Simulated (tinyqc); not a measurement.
Inside a calculation. Model: read current of a NAND string, cells in series solved by shooting.

Computed by the program tinyqc: `OMP_NUM_THREADS=1 python tinyqc.py 2142040 2142041 out.jsonl`, one thread of a shared Intel Xeon 2.30GHz, about 0.9 s for the whole run. Printed values are rounded.

Cells in series, numbered from 0 at the source line (0 V) to the bit line, each followed by a gap resistance Rg. A cell with gate Vg, threshold VT, source Vs and drain Vd passes I = 2 nf K Vt^2 [F(Vs) - F(Vd)]/(1 + th max(Vg - VT, 0)), F(V) = ln^2(1 + exp((Vg - VT - nf V)/(2 nf Vt))). The selected cell has Vg = Vr, the others Vg = Vp.

Inputs (values chosen for the exercise); values of the order met in vertical NAND strings: temperature T = 300 K; gain factor of a cell K = 4.4 uA/V^2; slope factor nf = 2; mobility reduction factor th = 0.2 1/V; resistance of the gap between cells Rg = 2.9 kohm; bit-line voltage Vbl = 0.7 V; pass voltage Vp = 6.6 V; read voltage on the selected word line Vr = 4.57 V.

Constants: q = 1.602176634e-19 C, kB = 1.380649e-23 J/K, Vt = kB T/q. Results are converted to the units shown.

## Step 1: node voltages for a trial current

first trial current = 0.36 uA
thresholds from the source end, cell 0 to 4 (V): -2.4  -2.4  4.2  4.2  2.9

For a trial current I start at 0 V and, cell by cell (the selected one is cell 4), solve for the drain: sqrt(F(Vd)) = sqrt(F(Vs) - I/k), k = 2 nf K Vt^2/(1 + th max(Vg - VT, 0)), Vd = [Vg - VT - 2 nf Vt ln(exp(sqrt F) - 1)]/nf, then add I Rg.

node voltage after each cell and gap, trial 1, cell 0 to 4 (V): 0.0265709  0.0532944  0.108413  0.166408  0.254779

## Step 2: node voltages for a trial current

second trial current = 0.64 uA

As before.

node voltage after each cell and gap, trial 2, cell 0 to 4 (V): 0.0473384  0.0951653  0.199166  0.315066  0.560885

## Course of the secant iteration

Secant steps on the end voltage less Vbl, from the two trials; a trial above the saturation current of a cell has no solution and is moved halfway to the previous trial. Stop below 1e-9 V.

Course of the iteration:
```
iteration    I (uA)  end voltage - Vbl (V)  halvings
1          0.703625               -1.29e-4         1
2          0.703684                6.85e-5         0
3          0.703664               -3.44e-8         0
4          0.703664              -9.19e-12         0
```

Converged in 4 iterations to I = 0.70366 uA. The selected cell takes 49.4 % of the bit-line voltage and the gaps together 1.46 %.
